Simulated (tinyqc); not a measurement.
Two-diode model of a solar cell: one step of the calculation.

J is the current delivered and Vj = V + J Rs the junction voltage. J = X JL - J01 (exp(Vj/(n1 Vt)) - 1) - J02 (exp(Vj/(2 Vt)) - 1) - Vj/Rp. The photocurrent does not depend on voltage.

Question. New Vj. Maximum power: dP/dVj = f = J (1 + 2 Rs G) - G Vj = 0. G = -dJ/dVj = J01 exp(Vj/(n1 Vt))/(n1 Vt) + J02 exp(Vj/(2 Vt))/(2 Vt) + 1/Rp. H = dG/dVj; f' = -2 G - 2 Rs G^2 + (2 Rs J - Vj) H; Vj(new) = Vj - f/f'.

Inputs (values chosen for the exercise); values of the order met in cells of germanium: temperature T = 298.15 K; photocurrent at one sun JL = 51.7 mA/cm^2; concentration X = 1 suns; saturation current of the first diode J01 = 6.1e-6 A/cm^2; ideality factor of the first diode n1 = 1; series resistance Rs = 0.25 ohm cm^2; shunt resistance Rp = 7000 ohm cm^2; saturation current of the second diode (ideality 2) J02 = 2.3e-6 A/cm^2.

Constants: q = 1.602176634e-19 C, kB = 1.380649e-23 J/K, Vt = kB T/q. Results are converted to the units shown.

Vj after iteration 2 = 0.18445276 V

Give: J; G; H; f; f'; Vj after iteration 3.

Answer.

J = 43.596 mA/cm^2
G = 0.31324 S/cm^2
H = 12.155 S/(cm^2 V)
f = -7.3531 mA/cm^2
f' = -2.6525 S/cm^2
Vj after iteration 3 = 0.18168 V

Program tinyqc, `OMP_NUM_THREADS=1 python tinyqc.py 2280108 2280109 out.jsonl`; Intel Xeon 2.30GHz, shared host, one thread, about 0.01 s.
